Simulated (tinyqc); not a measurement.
Worked calculation: model-solid line-up of a strained alloy layer on a substrate. Values are carried at full precision from step to step, so a last printed digit may differ when a step is redone from the rounded ones.

All values of the alloy are linear in x but the gap, Eg(x) = (1 - x) Eg_A + x Eg_B - C x (1 - x), and the valence edge, Ev(x) = (1 - x) Ev_A + x Ev_B + fv C x (1 - x); Ec = Ev + Eg. Ev is the top of the unstrained valence band on a scale common to all materials. In the layer only the Gamma valley of the conduction band is followed, also where an X or L valley would lie lower.

Parameters, chosen for this exercise (A near GaSb, B near GaAs, substrate near InP; shifted at random, so the results belong to these values and not to a real crystal):
```
symbol  value           unit      meaning
a       (6.099, 5.661)  angstrom  lattice constant of A, B
Eg      (0.813, 1.507)  eV        gap at Gamma to the s-like level of A, B
Dso     (0.751, 0.343)  eV        spin-orbit splitting of A, B
Ev      (-0.03, -0.81)  eV        top of the unstrained valence band of A, B
ac      (-7.53, -7.14)  eV        conduction deformation potential of A, B
av      (0.79, 1.17)    eV        valence hydrostatic potential of A, B
b       (-2, -1.99)     eV        tetragonal shear potential of A, B
d       (-4.69, -4.86)  eV        trigonal shear potential of A, B
C11     (88, 121.3)     GPa       of A, B
C12     (39.7, 57.4)    GPa       of A, B
C44     (43.4, 59.3)    GPa       of A, B
C       1.29            eV        bowing of the gap
fv      0.6                       share of the bowing taken by the valence edge
x       0.71                      fraction of B
a_s     5.873           angstrom  substrate
face    001                       growth face
Eg_s    1.441           eV        lowest gap of the substrate
Ev_s    -0.95           eV        substrate valence edge
```

## Values of the alloy

Interpolate.

Alloy at x (a in angstrom, C11, C12, C44 in GPa, all else in eV):
```
symbol     value
a         5.7880
Eg        1.0401
Dso       0.4613
Ev       -0.4244
ac       -7.2531
av        1.0598
b        -1.9929
d        -4.8107
C11     111.6430
C12      52.2670
C44      54.6890
```

## Strain on the (001) substrate

Coherent growth on a (001) face: e_par = (a_s - a)/a, e_perp = -2 (C12/C11) e_par; exx = eyy = e_par, ezz = e_perp, no shear.

Use the values of the alloy.

e_par = 0.014682
e_perp = -0.013747

strain tensor in the cubic axes, rows x, y, z and columns alike:
$$\begin{pmatrix}
0.014682 & 0.000000 & 0.000000 \\
0.000000 & 0.014682 & 0.000000 \\
0.000000 & 0.000000 & -0.013747
\end{pmatrix}$$

The layer is under tension in the plane; its volume changes by +1.562 %.

## Strained band edges

Strained edges: Ec + ac tr(e); the valence edges are Ev plus the levels of the 6 x 6 matrix of X, Y, Z times spin with -Dso/3 + l exx + m (eyy + ezz) on the diagonal (cyclic), n exy off it, l = av + 2 b, m = av - b, n = sqrt(3) d. Spin-orbit term (Dso/3) L.sigma on X, Y, Z with (L_k)_ij = -i epsilon_kij: <X+|H|Y+> = -i Dso/3, <X+|H|Z-> = Dso/3, <Y+|H|Z-> = -i Dso/3, <Z+|H|X-> = -Dso/3, <Z+|H|Y-> = i Dso/3, <X-|H|Y-> = i Dso/3, and their conjugates; + and - are the spin along z.

Give the hydrostatic shifts, the strain block and the edges.

ac tr(e), av tr(e) (eV): [-0.1133, 0.0166]

strain block (eV), rows X, Y, Z and columns alike:
$$\begin{pmatrix}
-0.0401 & 0 & 0 \\
0 & -0.0401 & 0 \\
0 & 0 & 0.1299
\end{pmatrix}$$

Ec and the three valence edges from the top (eV): [0.5024, -0.3391, -0.4645, -0.8813]

strained gap = 0.8415 eV

Strain moves the gap by -199 meV: -130 meV from the volume and -69 meV from the splitting of the valence edge, which always raises the top.

## Offsets against the substrate material

dEc = Ec(substrate) - Ec(layer), dEv = Ev(layer) - Ev(substrate); positive values confine the carrier in the layer. Type I: both of one sign; type II: opposite signs; type III: the gaps do not overlap.

Give also the smallest gap across the interface, min Ec - max Ev.

dEc = -0.0114 eV
dEv = 0.6109 eV

type: II

smallest gap = 0.8301 eV

Electrons collect in the substrate material and holes in the layer. An offset this small is within the spread of parameter sets, so the type is not settled by this model.

## Critical thickness (Matthews-Blakeslee, single layer)

h = K (ln(h/b) + 1) with K = b (1 - nu/4)/(4 pi |e_par| (1 + nu)) for 60-degree dislocations, b = a/sqrt(2) the Burgers vector (not the shear potential of the table), nu = C12/(C11 + C12). Iterate from h = 10 b until h changes by less than 1e-6 of itself.

b (Burgers vector) = 4.0927 angstrom
nu = 0.3189
K = 15.48 angstrom

first iterates (angstrom): [40.9, 51.1, 54.6, 55.6, 55.9, 55.9]

critical thickness = 5.60 nm

Thicker layers can relax, and the strained edges then no longer apply; metastable growth often exceeds this equilibrium value.

## Checks

- Valence edges against the closed form for (001) strain: they agree to 1e-10 or better.

(tinyqc, `OMP_NUM_THREADS=1 python tinyqc.py 1050145 1050146 out.jsonl`, Intel(R) Xeon(R) Processor @ 2.30GHz, 1 thread, shared host, about 0.01 s.)
